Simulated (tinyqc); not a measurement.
Along the matched line: quaternary alloy A(x)B(1-x)C(y)D(1-y) matched to a substrate.

Q(x,y) = x y Q_AC + x (1 - y) Q_AD + (1 - x) y Q_BC + (1 - x)(1 - y) Q_BD for the lattice constant. Gap, rule 1: Q(x,y) - x (1 - x)[y C_ABC + (1 - y) C_ABD] - y (1 - y)[x C_ACD + (1 - x) C_BCD]. Rule 2 (mean of ternaries): {x (1 - x)[y T_ABC(x) + (1 - y) T_ABD(x)] + y (1 - y)[x T_ACD(y) + (1 - x) T_BCD(y)]}/{x (1 - x) + y (1 - y)}, T_ABC(x) = x E_AC + (1 - x) E_BC - C_ABC x (1 - x), T_ACD(y) = y E_AC + (1 - y) E_AD - C_ACD y (1 - y), and alike. Only the Gamma valley is followed.

Matching a(x,y) = a_s gives x = (a_s - y a_BC - (1 - y) a_BD)/(y (a_AC - a_BC) + (1 - y)(a_AD - a_BD)).
Constants: hc = 1239.841984 eV nm.

Inputs chosen for the exercise (AC, AD, BC, BD near GaAs, GaSb, InAs and InSb; substrate near GaSb; shifted at random, so the results belong to these values and not to a real crystal):
- a = (5.655, 6.099, 6.063, 6.472) angstrom (lattice constants of AC, AD, BC, BD)
- Eg = (1.528, 0.805, 0.421, 0.235) eV (gaps at Gamma of AC, AD, BC, BD)
- Cb = (0.501, 0.416, 1.366, 0.615) eV (bowing of ABC, ABD, ACD, BCD)
- a_s = 6.099 angstrom (substrate)

x follows from y.

Results:

| y | x | bilinear (eV) | rule 1 (eV) | rule 2 (eV) | wavelength 1 (nm) | wavelength 2 (nm) |
|---|---|---|---|---|---|---|
| 0.01 | 0.9881 | 0.8054 | 0.7871 | 0.7966 | 1575 | 1556 |
| 0.12 | 0.8587 | 0.8021 | 0.6174 | 0.7126 | 2008 | 1740 |
| 0.23 | 0.7320 | 0.7854 | 0.4937 | 0.6427 | 2511 | 1929 |
| 0.34 | 0.6078 | 0.7557 | 0.4092 | 0.5844 | 3030 | 2121 |
| 0.46 | 0.4751 | 0.7087 | 0.3538 | 0.5314 | 3504 | 2333 |
| 0.57 | 0.3559 | 0.6529 | 0.3301 | 0.4897 | 3756 | 2532 |
| 0.68 | 0.2391 | 0.5851 | 0.3260 | 0.4517 | 3803 | 2745 |
| 0.79 | 0.1245 | 0.5057 | 0.3355 | 0.4139 | 3695 | 2995 |
| 0.90 | 0.0121 | 0.4152 | 0.3531 | 0.3649 | 3511 | 3398 |

What can be read from this table?

The matched alloys span 0.326 to 0.787 eV by rule 1, with the lowest value inside the range, at y = 0.68. Along the line dx/dy is -1.176 between the first two rows and -1.022 between the last two. In energy the two rules differ most at y = 0.46, by 178 meV (1171 nm there), which measures how far the ternary data leave the interior open. Miscibility gaps are not considered.

Program tinyqc; command `OMP_NUM_THREADS=1 python tinyqc.py 1081240 1081241 out.jsonl`; about 0.01 s on one thread of a shared Intel(R) Xeon(R) Processor @ 2.30GHz.
